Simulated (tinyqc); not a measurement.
Donor near an oxide interface in a gate field (two-state model), step by step. Values are carried at full precision from step to step, so a last printed digit may differ when a step is redone from the rounded ones.

Interface at z = 0 (hard wall), donor at z = d, field F pulling electrons to the interface: potential e F z; 1 kV/cm = 1e-5 eV/angstrom, c = hbar^2/2m0, q = e^2/(4 pi eps0), Q = (eps - eo)/(eps + eo). Donor state: E_D = e F d - ED - q Q/(4 eps d), the last term joining the images of ion and electron. Interface state: z exp(-b z/2) exp(-rho^2/(2 L^2)) with E_z = c b^2/(4 mz) + 3 e F/b + q Q b/(8 eps), minimised over b; in the plane at z = 3/b the ion (distance D = d - 3/b) and its image (D' = d + 3/b) give E_rho = c/(mt L^2) - (q/eps)(sqrt(pi)/L)[erfcx(D/L) + Q erfcx(D'/L)], erfcx(x) = exp(x^2) erfc(x), minimised over L. E_I = E_z + E_rho.

Constants: hbar^2/2m0 = 3.80998211 eV angstrom^2; e^2/(4 pi eps0) = 14.39964547 eV angstrom.

Parameters, chosen for this exercise (near those of a donor in Si below Si3N4, static dielectric constants; the results hold for these values, not for the real material):
```
symbol  value  unit      meaning
d       80     angstrom  depth of the donor
ED      42.5   meV       bulk binding energy
mz      0.904  m0        mass across the interface
mt      0.187  m0        mass in the plane
eps     11.3             dielectric constant of the semiconductor
eo      7.5              dielectric constant of the oxide
F       95.4   kV/cm     field in the semiconductor
aD      16.6   angstrom  donor radius
v       0.48             valley factor
```

## The interface state across the interface

Solve c b/(2 mz) - 3 e F/b^2 + q Q/(8 eps) = 0; give Q, b, the three terms of E_z and <z> = 3/b.

Q = 0.2021
b = 0.10588 1/angstrom

kinetic, field and image terms (meV): [11.81, 27.03, 3.41]

<z> = 28.3 angstrom

The image pushes the electron away from the oxide; without it <z> would be 27.1 angstrom.

## Binding in the plane

Give D, D', the best L, both terms and E_rho.

D, D' (angstrom): [51.7, 108.3]

L = 70.9 angstrom

kinetic and Coulomb terms (meV): [4.05, -18.44]

E_rho = -14.39 meV

The bottom of the well lies at -27.0 meV, so the level is 47 % of the way up; L/D = 1.37. Above the critical field the ionised donor would thus still hold its electron as a dot at the interface.

## Where the electron sits

The two states couple by t = t0 exp(-D/aD) with t0 = q/(eps aD) (2 aD/L) sqrt(aD b/2) v, v a valley factor; this form is an estimate. With detuning u = E_D - E_I the splitting is sqrt(u^2 + 4 t^2) and the lower state has weight (1 - u/sqrt(u^2 + 4 t^2))/2 on the donor.

Give E_D, E_I, t, the splitting and the donor weight.

E_D, E_I (meV): [33.02, 27.86]

t = 0.719 meV
splitting = 5.35 meV
donor weight = 0.018

The electron is at the interface; the contact hyperfine coupling scales with the donor weight. With this t, the tunnelling time pi hbar/(2t) at a crossing would be 1.44 ps (hbar = 6.58212e-16 eV s); here the detuning is 7.16 t.

## Critical field

Find F at which E_D = E_I; compare the rule e F d = ED. The crossing width is 4t/(e D), with t and D formed anew at that field.

critical field = 85.0 kV/cm
ED/(e d) = 53.1 kV/cm
width = 6.1 kV/cm

The confinement energy E_z = 39.2 meV raises the field needed and the attraction E_rho = -14.6 meV lowers it; the result is 1.60 times the simple rule.

## Checks

- E_z without images against 1.5 x 6^(2/3)/2 (c (e F)^2/mz)^(1/3), meV: both 38.77.
- E_rho from the radial equation in the full Coulomb well against the Gaussian trial function, meV: -14.5 against -14.4.

(tinyqc, `OMP_NUM_THREADS=1 python tinyqc.py 1281225 1281226 out.jsonl`, Intel(R) Xeon(R) Processor @ 2.30GHz, 1 thread, shared host, about 0.1 s.)
